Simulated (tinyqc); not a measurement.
Averaged masses of warped heavy- and light-hole bands: sweeps and comparisons. A value that a table varies takes the place of the one given here.

Four-band hole energies E = c k^2 f(u), c = hbar^2/2m0, f = g1 -/+ 2 sqrt(g2^2 + 3 (g3^2 - g2^2) s), s = ux^2 uy^2 + uy^2 uz^2 + uz^2 ux^2 for the unit vector u; minus for heavy, plus for light holes; the mass along u is 1/f.

Grid: n x n midpoints in cos(theta) from 0 to 1 and phi from 0 to pi/2, equal weights. m_d = <f^(-3/2)>^(2/3). Conductivity mass for one scattering time: 1/m_c = <|w|^2 f^(-5/2)>/<f^(-3/2)> with w = grad_k(k^2 f)/(2 k), that is |w|^2 = f^2 + |angular gradient of f|^2/4.

Parameters, chosen for this exercise (out of a larger set: near those of Ge; not measured data): g1 = 13.27 (Luttinger gamma1); g2 = 4.21 (gamma2); g3 = 5.62 (gamma3).

## Ways to average over directions

Heavy and light m_d on grids of growing n, against n = 160; also the three-direction rule <F> = (10 F[100] + 16 F[110] + 9 F[111])/35 and the spherical masses 1/(g1 (1 -/+ mu)), mu = (6 g3 + 4 g2)/(5 g1).

Masses (m0):
```
method             heavy   light  error heavy (%)  error light (%)
grid n = 1        0.4834  0.0409            40.18            -4.29
grid n = 2        0.3514  0.0423             1.90            -0.82
grid n = 3        0.3486  0.0425             1.09            -0.38
grid n = 5        0.3460  0.0426             0.32            -0.15
grid n = 10       0.3451  0.0427             0.08            -0.04
grid n = 160      0.3449  0.0427             0.00             0.00
three directions  0.3653  0.0428             5.92             0.33
spherical         0.3167  0.0428            -8.18             0.17
[100] alone       0.2062  0.0461           -40.21             7.98
```

The heavy mass is within 1 % from grid n = 5 on. Three directions err by +5.92 %, the spherical form by -8.18 % and [100] alone by -40.2 %; for light holes the same three err by +0.33, +0.17 and +8.0 %. The power -3/2 weights the heavy directions near [111], which a mean of f misses.

## Cyclotron masses against the field direction

For the central orbit m_cyc is the mean of 1/f(u) over the directions u normal to B (360 points on the circle). B lies in the (1-10) plane at the angle from [001]; 54.7 degrees is [111], 90 is [110].

Masses (m0):
```
angle (degrees)   heavy   light
0.0              0.2805  0.0439
15.0             0.2967  0.0435
30.0             0.3375  0.0426
45.0             0.3705  0.0420
54.7             0.3753  0.0419
70.0             0.3713  0.0421
90.0             0.3680  0.0425
```

The heavy mass is smallest at 0 and largest at 54.7 degrees of the angles listed, a spread of 34 %; the light mass varies by 4.8 %. The orbit normal to [001] has s between 0 and 1/4, the orbit normal to [111] has s = 1/4 all round, which gives 1/(g1 - sqrt(g2^2 + 3 g3^2)) = 0.3753. This is the classical limit; low Landau levels of holes depart from it.

## Several materials

The inputs are values chosen for the exercise; n = 40; delta = (g3 - g2)/g1.

Results:
```
case            g1    g2    g3  m_d heavy  m_c heavy  m_d light  delta
A near AlAs   3.75  0.81  1.42      0.790      0.645     0.1630  0.163
B near Ge    13.42  4.22  5.72      0.346      0.272     0.0422  0.112
C near GaP    4.03  0.49  1.24      0.507      0.446     0.1671  0.186
D near Si     4.26  0.34  1.46      0.532      0.419     0.1552  0.263
E near InP    5.09  1.60  2.09      0.817      0.697     0.1125  0.096
F near GaSb  13.41  4.69  5.99      0.453      0.336     0.0410  0.097
```

Heavy masses span a factor of 2.4 and light ones 4.1: the coupling to the conduction band adds to g1, 2 g2 and 2 g3 alike, so it cancels for heavy holes and doubles for light ones. The ratio m_c/m_d of the heavy holes is lowest for F (0.74); delta is largest for D; the heavy band feels the warping rather through (g3 - g2)/(g1 - 2 g3), which runs from 0.48 to 0.91 here and is 0.91 for the case with the lowest ratio.

## What each parameter does

n = 40. Each row changes one parameter from the base and keeps the others.

Results:
```
case         m_d heavy (m0)  m_c heavy (m0)  m_d light (m0)  m_c light (m0)
base                 0.3449          0.2774          0.0427          0.0425
g1 = 12.872          0.4040          0.3053          0.0434          0.0432
g2 = 4.336           0.3525          0.2901          0.0425          0.0424
g3 = 5.789           0.3818          0.2818          0.0423          0.0421
```

The largest shifts from the base row, up to three for each result and ties (the steps differ in size, so this ranks the rows, not the parameters). m_d heavy (m0): g1 +0.0591, g3 +0.0369, g2 +0.0076. m_c heavy (m0): g1 +0.0280, g2 +0.0127, g3 +0.0045. m_d light (m0): g1 +0.0007, g3 -0.0004, g2 -0.0002. m_c light (m0): g1 +0.0007, g3 -0.0004, g2 -0.0001.

(tinyqc, `OMP_NUM_THREADS=1 python tinyqc.py 1081383 1081384 out.jsonl`, Intel(R) Xeon(R) Processor @ 2.30GHz, 1 thread, shared host, about 0.01 s.)
